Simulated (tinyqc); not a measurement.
What each parameter does: ellipsoidal valleys in the axes of a wafer and a channel.

Valleys with axes a along [111], [1-1-1], [-11-1] and [-1-11], one whole valley each; inverse mass tensor w = 1/mt + (1/ml - 1/mt) a a. Device axes: z = nz/|nz|, x = nx/|nx|, y = z cross x; in them a = (ax, ay, az). Confinement mass mz = 1/w_zz. In the plane w_ij is replaced by u_ij = w_ij - w_iz w_jz/w_zz (i, j = x, y); density-of-states mass md = 1/sqrt(det u); conductivity mass along x mc = 1/u_xx; ballistic transport mass mx = u_yy/det u, width mass my = 1/u_yy.

Hard walls: E_n = c (n pi/t)^2/mz, c = hbar^2/2m0, n = 1, 2, 3. Non-degenerate share of a valley proportional to md sum_n exp(-E_n/kT); mean 1/mc = sum of share/mc. 1 nm = 10 angstrom.

Constants: hbar^2/2m0 = 3.80998211 eV angstrom^2; kB = 8.617333262e-05 eV/K.

Values chosen for the exercise (near those of the L valleys of Ge; shifted at random, so the results belong to these values and not to a real crystal): ml = 1.588 m0 (longitudinal mass); mt = 0.085 m0 (transverse mass); nz = (0, 0, 1) (surface normal (confinement)); nx = (1, 0, 0) (channel direction); t = 5.8 nm (thickness of the film); T = 300 K (temperature).

Lowest E1, its share and the mean conductivity mass.

Results for these values:
```
case  lowest E1 (meV)   share  mean mc (m0)
base            90.02  1.0000        0.1577
```

What happens to each result for t = 6.38 nm, all else kept?

Answer: lowest E1 falls from 90.02 to 74.39; share does not change at the printed digits; mean mc does not change at the printed digits.

The same for each parameter in turn:
```
case           lowest E1 (meV)   share  mean mc (m0)
base                     90.02  1.0000        0.1577
ml = 1.747 m0            89.80  1.0000        0.1587
mt = 0.094 m0            81.62  1.0000        0.1731
t = 6.38 nm              74.39  1.0000        0.1577
T = 330 K                90.02  1.0000        0.1577
```

Program tinyqc; command `OMP_NUM_THREADS=1 python tinyqc.py 1881177 1881178 out.jsonl`; about 0.01 s on one thread of a shared Intel(R) Xeon(R) Processor @ 2.30GHz.
